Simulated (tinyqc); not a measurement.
Two-valley model of the transferred-electron effect: one step, computed by the program tinyqc. Command: `OMP_NUM_THREADS=1 python tinyqc.py 3029895 3029896 out.jsonl gunn walk`. One thread of a shared host (Intel(R) Xeon(R) Processor @ 2.30GHz), about 0.01 s of CPU time with the checks.

Both kinds of valley share one electron temperature T_e, and each has a constant mobility.

Problem. First two iterations. Density-of-states ratio R = Z (m2/m1)^(3/2); n2/n1 = R exp(-dE/(k_B T_e)); mean mobility mu = (mu1 + mu2 n2/n1)/(1 + n2/n1); energy balance e mu F^2 = (3/2) k_B (T_e - T)/tau_E; v = mu F. Fixed point from T_e = T: T_out = T + (2/3) e mu(T_e) F^2 tau_E/k_B, T_new = T_e + mixing (T_out - T_e); stop when |T_out - T_e| is below 1e-6 K.

Inputs (values chosen for the exercise, modelled on GaAs):

| quantity | value | unit |
|---|---|---|
| central-valley mass m1 | 0.065 | m_0 |
| satellite-valley mass m2 | 0.21 | m_0 |
| satellite valleys Z | 4 | - |
| valley separation dE | 0.29 | eV |
| central-valley mobility mu1 | 7800 | cm^2/(V s) |
| satellite-valley mobility mu2 | 160 | cm^2/(V s) |
| energy relaxation time tau_E | 0.94 | ps |
| lattice temperature T | 200 | K |
| electric field F | 3.7 | kV/cm |
| mixing | 0.1 | - |

Solver: damped fixed point.

Constants: k_B = 8.617333262e-05 eV/K.

Give: T_out of iteration 1; T_e after iteration 1; mu at that T_e; T_e after iteration 2.

Solution.

T_out of iteration 1 = 976.5 K

T_e after iteration 1 = 277.7 K

mu at that T_e = 7799 cm^2/(V s)

T_e after iteration 2 = 347.5 K
